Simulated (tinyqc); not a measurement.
p-n heterojunction, non-linear Poisson equation by Newton steps, Boltzmann statistics: one step of the calculation.

One dimension, material 1 (p-type) at x < 0 and material 2 (n-type) at x > 0. Band edges: Ec = -psi in material 1 and -psi + dEc in material 2, Ev = Ec - Eg. Flat quasi-Fermi levels: 0 for holes, +V for electrons. n = Nc F((EFn - Ec)/Vt), p = Nv F((Ev - EFp)/Vt), with F(eta) = exp(eta) (Boltzmann statistics); full ionisation, no interface charge, classical densities; the doping types are chosen for the exercise.

Task. Newton step. Solve the tridiagonal system a_(i-1) d_(i-1) + b_i d_i + a_i d_(i+1) = -F_i for nodes 1 to 12, with d = 0 on fixed nodes. Each component d is damped to sign(d) Vt ln(1 + |d|/Vt) before it is added.

Parameters, values chosen for the exercise:
```
symbol,value,unit,meaning
T,300,K,temperature
```

Constants: q = 1.602176634e-19 C, kB = 1.380649e-23 J/K, Vt = kB T/q. Results are converted to the units shown.

coupling a_i, interval 0 to 12 (F/cm^2): [2.0659772e-7, 2.4791726e-7, 2.8679374e-7, 3.4013039e-7, 4.0275367e-7, 4.7272359e-7, 5.4881683e-7, 3.2733664e-7, 1.9784083e-7, 1.1949236e-7, 7.2987224e-8, 4.3911013e-8, 2.6671874e-8]

```
node  diagonal b (F/cm^2)  residual F (C/cm^2)
1           -2.0497504e-6                   ~0
2           -1.8866328e-6                   ~0
3           -1.7822613e-6                   ~0
4           -1.7177502e-6                   ~0
5           -1.7020993e-6                   ~0
6           -1.7240886e-6         4.7554697e-7
7           -9.7140899e-7        -4.7554697e-7
8           -6.8261865e-7                   ~0
9           -5.7793789e-7                   ~0
10          -6.2094966e-7                   ~0
11          -8.2502412e-7                   ~0
12          -1.2406081e-6                   ~0
```

psi at the start, node 0 to 13 (V): [-1.2318140, -1.2318140, -1.2318140, -1.2318140, -1.2318140, -1.2318140, -1.2318140, -0.3653191, -0.3653191, -0.3653191, -0.3653191, -0.3653191, -0.3653191, -0.3653191]

Give: Newton step d, before damping; psi after iteration 1.

Result.

Newton step d, before damping, node 1 to 12 (V): [0.00003, 0.00027, 0.00172, 0.00881, 0.03611, 0.12251, -0.51273, -0.27422, -0.09780, -0.01902, -0.00169, -0.00006]
psi after iteration 1, node 0 to 13 (V): [-1.2318, -1.2318, -1.2315, -1.2301, -1.2242, -1.2092, -1.1866, -0.4438, -0.4287, -0.4058, -0.3796, -0.3670, -0.3654, -0.3653]

Computed by the program tinyqc: `OMP_NUM_THREADS=1 python tinyqc.py 2040092 2040093 out.jsonl`, one thread of a shared Intel Xeon 2.30GHz, about 0.03 s for the whole run.

~0 in a residual or rate marks an entry under 1e-11 of the largest of its column.
